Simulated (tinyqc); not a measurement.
Worked calculation: UHF in the 6-311g basis, for H2-, spin multiplicity 2. The basis has no diffuse functions, so it cannot describe the extra electron: this is an exercise in the method, not the real anion. One step of it, computed by the program tinyqc.

Problem. Iteration 1: building the Fock matrix. J_ij = sum D_kl (ij|kl) with D = D(alpha) + D(beta), K_ij = sum D_kl (ik|jl) for each spin; F = H + J - K(s); E = tr D H + tr D J / 2 - 0.5 sum_s tr D(s) K(s) + E_nn.

D(alpha) at the start, lower triangle:
```
,1H 1s,1H 2s,1H 3s,2H 1s,2H 2s,2H 3s
1H 1s,0.095786
1H 2s,0.155685,0.253171
1H 3s,0.098394,0.159856,0.101106
2H 1s,0.001616,-0.000927,0.003460,0.095786
2H 2s,-0.000927,-0.007285,0.001974,0.155685,0.253171
2H 3s,0.003460,0.001974,0.005402,0.098394,0.159856,0.101106
```

D(beta) at the start, lower triangle:
```
,1H 1s,1H 2s,1H 3s,2H 1s,2H 2s,2H 3s
1H 1s,0.047893
1H 2s,0.077842,0.126586
1H 3s,0.049197,0.079928,0.050553
2H 1s,0.000808,-0.000463,0.001730,0.047893
2H 2s,-0.000463,-0.003643,0.000987,0.077842,0.126586
2H 3s,0.001730,0.000987,0.002701,0.049197,0.079928,0.050553
```

core Hamiltonian H = T + V (hartree), lower triangle:
```
,1H 1s,1H 2s,1H 3s,2H 1s,2H 2s,2H 3s
1H 1s,-0.366675
1H 2s,-0.906410,-0.958894
1H 3s,-0.617011,-0.796319,-0.776084
2H 1s,-0.355727,-0.537851,-0.480370,-0.366675
2H 2s,-0.537851,-0.731872,-0.680912,-0.906410,-0.958894
2H 3s,-0.480370,-0.680912,-0.706694,-0.617011,-0.796319,-0.776084
```

Two-electron integrals (ij|kl) in chemists' order, unique and non-zero (hartree):
```
i,j,k,l,(ij|kl)
1,1,1,1,1.393035
2,1,1,1,0.822971
2,1,2,1,0.509703
2,2,1,1,0.822904
2,2,2,1,0.543028
2,2,2,2,0.644106
3,1,1,1,0.411256
3,1,2,1,0.257757
3,1,2,2,0.279868
3,1,3,1,0.130794
3,2,1,1,0.543681
3,2,2,1,0.365771
3,2,2,2,0.452669
3,2,3,1,0.189803
3,2,3,2,0.325140
3,3,1,1,0.494021
3,3,2,1,0.340115
3,3,2,2,0.445993
3,3,3,1,0.178035
3,3,3,2,0.331779
3,3,3,3,0.361682
4,1,1,1,0.120921
4,1,2,1,0.078338
4,1,2,2,0.089205
4,1,3,1,0.040111
4,1,3,2,0.061433
4,1,3,3,0.058686
4,1,4,1,0.019275
4,2,1,1,0.208357
4,2,2,1,0.142463
4,2,2,2,0.180271
4,2,3,1,0.074270
4,2,3,2,0.130037
4,2,3,3,0.132548
4,2,4,1,0.039217
4,2,4,2,0.096585
4,3,1,1,0.162728
4,3,2,1,0.112555
4,3,2,2,0.146848
4,3,3,1,0.058950
4,3,3,2,0.107790
4,3,3,3,0.113029
4,3,4,1,0.031217
4,3,4,2,0.081853
4,3,4,3,0.071307
4,4,1,1,0.557837
4,4,2,1,0.390751
4,4,2,2,0.522966
4,4,3,1,0.205596
4,4,3,2,0.387340
4,4,3,3,0.409396
4,4,4,1,0.120921
4,4,4,2,0.342649
4,4,4,3,0.301966
4,4,4,4,1.393035
5,1,1,1,0.342649
5,1,2,1,0.214553
5,1,2,2,0.232537
5,1,3,1,0.108838
5,1,3,2,0.157584
5,1,3,3,0.147659
5,1,4,1,0.039217
5,1,4,2,0.073743
5,1,4,3,0.058309
5,1,4,4,0.208357
5,1,5,1,0.096585
5,2,1,1,0.428069
5,2,2,1,0.287079
5,2,2,2,0.352362
5,2,3,1,0.148786
5,2,3,2,0.251830
5,2,3,3,0.254655
5,2,4,1,0.060219
5,2,4,2,0.135187
5,2,4,3,0.113253
5,2,4,4,0.428069
5,2,5,1,0.135187
5,2,5,2,0.227863
5,3,1,1,0.343733
5,3,2,1,0.235404
5,3,2,2,0.303984
5,3,3,1,0.122960
5,3,3,2,0.223685
5,3,3,3,0.238148
5,3,4,1,0.051166
5,3,4,2,0.124604
5,3,4,3,0.108280
5,3,4,4,0.414322
5,3,5,1,0.112132
5,3,5,2,0.206030
5,3,5,3,0.197562
5,4,1,1,0.390751
5,4,2,1,0.272300
5,4,2,2,0.361550
5,4,3,1,0.143020
5,4,3,2,0.267716
5,4,3,3,0.284308
5,4,4,1,0.078338
5,4,4,2,0.214553
5,4,4,3,0.189501
5,4,4,4,0.822971
5,4,5,1,0.142463
5,4,5,2,0.287079
5,4,5,3,0.279322
5,4,5,4,0.509703
5,5,1,1,0.522966
5,5,2,1,0.361550
5,5,2,2,0.476309
5,5,3,1,0.189479
5,5,3,2,0.353842
5,5,3,3,0.381802
5,5,4,1,0.089205
5,5,4,2,0.232537
5,5,4,3,0.206186
5,5,4,4,0.822904
5,5,5,1,0.180271
5,5,5,2,0.352362
5,5,5,3,0.347361
5,5,5,4,0.543028
5,5,5,5,0.644106
6,1,1,1,0.301966
6,1,2,1,0.189501
6,1,2,2,0.206186
6,1,3,1,0.096195
6,1,3,2,0.139941
6,1,3,3,0.131397
6,1,4,1,0.031217
6,1,4,2,0.058309
6,1,4,3,0.046266
6,1,4,4,0.162728
6,1,5,1,0.081853
6,1,5,2,0.113253
6,1,5,3,0.093860
6,1,5,4,0.112555
6,1,5,5,0.146848
6,1,6,1,0.071307
6,2,1,1,0.414322
6,2,2,1,0.279322
6,2,2,2,0.347361
6,2,3,1,0.145053
6,2,3,2,0.250168
6,2,3,3,0.256444
6,2,4,1,0.051166
6,2,4,2,0.112132
6,2,4,3,0.093860
6,2,4,4,0.343733
6,2,5,1,0.124604
6,2,5,2,0.206030
6,2,5,3,0.186016
6,2,5,4,0.235404
6,2,5,5,0.303984
6,2,6,1,0.108280
6,2,6,2,0.197562
6,3,1,1,0.398943
6,3,2,1,0.275331
6,3,2,2,0.363452
6,3,3,1,0.144262
6,3,3,2,0.271585
6,3,3,3,0.298848
6,3,4,1,0.052319
6,3,4,2,0.124279
6,3,4,3,0.107971
6,3,4,4,0.398943
6,3,5,1,0.124279
6,3,5,2,0.225184
6,3,5,3,0.217366
6,3,5,4,0.275331
6,3,5,5,0.363452
6,3,6,1,0.107971
6,3,6,2,0.217366
6,3,6,3,0.260635
6,4,1,1,0.205596
6,4,2,1,0.143020
6,4,2,2,0.189479
6,4,3,1,0.075079
6,4,3,2,0.140328
6,4,3,3,0.149334
6,4,4,1,0.040111
6,4,4,2,0.108838
6,4,4,3,0.096195
6,4,4,4,0.411256
6,4,5,1,0.074270
6,4,5,2,0.148786
6,4,5,3,0.145053
6,4,5,4,0.257757
6,4,5,5,0.279868
6,4,6,1,0.058950
6,4,6,2,0.122960
6,4,6,3,0.144262
6,4,6,4,0.130794
6,5,1,1,0.387340
6,5,2,1,0.267716
6,5,2,2,0.353842
6,5,3,1,0.140328
6,5,3,2,0.264083
6,5,3,3,0.288672
6,5,4,1,0.061433
6,5,4,2,0.157584
6,5,4,3,0.139941
6,5,4,4,0.543681
6,5,5,1,0.130037
6,5,5,2,0.251830
6,5,5,3,0.250168
6,5,5,4,0.365771
6,5,5,5,0.452669
6,5,6,1,0.107790
6,5,6,2,0.223685
6,5,6,3,0.271585
6,5,6,4,0.189803
6,5,6,5,0.325140
6,6,1,1,0.409396
6,6,2,1,0.284308
6,6,2,2,0.381802
6,6,3,1,0.149334
6,6,3,2,0.288672
6,6,3,3,0.325779
6,6,4,1,0.058686
6,6,4,2,0.147659
6,6,4,3,0.131397
6,6,4,4,0.494021
6,6,5,1,0.132548
6,6,5,2,0.254655
6,6,5,3,0.256444
6,6,5,4,0.340115
6,6,5,5,0.445993
6,6,6,1,0.113029
6,6,6,2,0.238148
6,6,6,3,0.298848
6,6,6,4,0.178035
6,6,6,5,0.331779
6,6,6,6,0.361682
```

nuclear repulsion = 0.55997588 hartree

Give: Coulomb J; exchange K(alpha); exchange K(beta); F(alpha); F(beta); total energy of this density.

Solution.

Coulomb J (hartree), lower triangle:
```
,1H 1s,1H 2s,1H 3s,2H 1s,2H 2s,2H 3s
1H 1s,2.1293
1H 2s,1.4037,1.6972
1H 3s,0.7248,1.2138,1.2385
2H 1s,0.2767,0.6388,0.5450,2.1293
2H 2s,0.6388,1.0684,0.9810,1.4037,1.6972
2H 3s,0.5450,0.9810,1.0879,0.7248,1.2138,1.2385
```

exchange K(alpha) (hartree), lower triangle:
```
,1H 1s,1H 2s,1H 3s,2H 1s,2H 2s,2H 3s
1H 1s,0.7744
1H 2s,0.7451,0.8499
1H 3s,0.5267,0.6579,0.5428
2H 1s,0.2968,0.4865,0.4452,0.7744
2H 2s,0.4865,0.6834,0.5999,0.7451,0.8499
2H 3s,0.4452,0.5999,0.5208,0.5267,0.6579,0.5428
```

exchange K(beta) (hartree), lower triangle:
```
,1H 1s,1H 2s,1H 3s,2H 1s,2H 2s,2H 3s
1H 1s,0.3872
1H 2s,0.3726,0.4249
1H 3s,0.2634,0.3290,0.2714
2H 1s,0.1484,0.2433,0.2226,0.3872
2H 2s,0.2433,0.3417,0.2999,0.3726,0.4249
2H 3s,0.2226,0.2999,0.2604,0.2634,0.3290,0.2714
```

F(alpha) (hartree), lower triangle:
```
,1H 1s,1H 2s,1H 3s,2H 1s,2H 2s,2H 3s
1H 1s,0.9883
1H 2s,-0.2478,-0.1115
1H 3s,-0.4190,-0.2404,-0.0804
2H 1s,-0.3758,-0.3856,-0.3805,0.9883
2H 2s,-0.3856,-0.3469,-0.2998,-0.2478,-0.1115
2H 3s,-0.3805,-0.2998,-0.1396,-0.4190,-0.2404,-0.0804
```

F(beta) (hartree), lower triangle:
```
,1H 1s,1H 2s,1H 3s,2H 1s,2H 2s,2H 3s
1H 1s,1.3755
1H 2s,0.1247,0.3134
1H 3s,-0.1556,0.0885,0.1910
2H 1s,-0.2274,-0.1423,-0.1579,1.3755
2H 2s,-0.1423,-0.0052,0.0002,0.1247,0.3134
2H 3s,-0.1579,0.0002,0.1208,-0.1556,0.0885,0.1910
```

total energy of this density = -1.014942 hartree

This density is the starting one; it is not idempotent, so its energy is not variational and may lie below the converged one.
